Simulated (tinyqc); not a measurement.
Gate voltage for a given inversion charge.

Inverse problem. p-type body, charge-sheet picture, depletion and inversion only, full ionisation (an idealisation for deep acceptors), Boltzmann statistics (rough once Na exp(x - xn) passes about Nc/7). In units of Vt: xg = (Vg - Vfb)/Vt, x = psi/Vt, G = gamma/sqrt(Vt), xn = (2 phiF + Vc)/Vt. The implicit equation is (xg - x)^2 = G^2 [x - 1 + exp(x - xn)] for x above about 3. Cox = eps0 eox/tox. ni = sqrt(Nc Nv) exp(-Eg/(2 Vt)), Eg in volts; phiF = Vt ln(Na/ni); gamma = sqrt(2 q eps0 eps_r Na)/Cox. N_inv = (Cox Vt G/q) [sqrt(x - 1 + exp(x - xn)) - sqrt(x - 1)]. Find x - xn, psi and Vg.

Values chosen for this exercise; band and dielectric values close to those of silicon:
```
symbol,value,unit,meaning
T,400,K,temperature
Eg,1.13,eV,band gap
eps_r,11.8,,relative permittivity
Nc,4.39e19,cm^-3,conduction-band density of states at T
Nv,4.05e19,cm^-3,valence-band density of states at T
eox,3.9,,relative permittivity of the gate insulator (close to silicon dioxide)
tox,1.7,nm,insulator thickness
Na,1.4e16,cm^-3,acceptor density
Vfb,-0.5,V,flat-band voltage
Vc,0,V,channel-body voltage
```

Constants: q = 1.602176634e-19 C, kB = 1.380649e-23 J/K, Vt = kB T/q, eps0 = 8.8541878128e-14 F/cm where lengths are in cm. Results are converted to the units shown.

N_inv = 9.6e10 cm^-2

Answer. N_inv rises steadily with x, so it fixes x; the implicit equation then gives xg directly.

x - xn = 2.468
psi = 0.6628 V
Vg = 0.1971 V

tinyqc, about 0.01 s, one thread, Intel Xeon 2.30GHz (shared host): `OMP_NUM_THREADS=1 python tinyqc.py 2122012 2122013 out.jsonl`
